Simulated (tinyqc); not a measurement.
Ten-year voltage from two stress tests.

Problem. Lifetimes follow tau = t0 exp(B/Vd). Ten years are 3.15576e8 s. Find B, t0 and the drain voltage for ten years.

lifetimes at Vd = 2.5 and 2.9 V (s): [55000, 505.441999]

Answer. ln(tau) is linear in 1/Vd.

B = 85.0 V
t0 = 9.43e-11 s
ten-year voltage = 1.99 V

Numbers from tinyqc (`OMP_NUM_THREADS=1 python tinyqc.py 2550057 2550058 out.jsonl`; about 0.01 s on one thread of a shared Intel Xeon 2.30GHz).
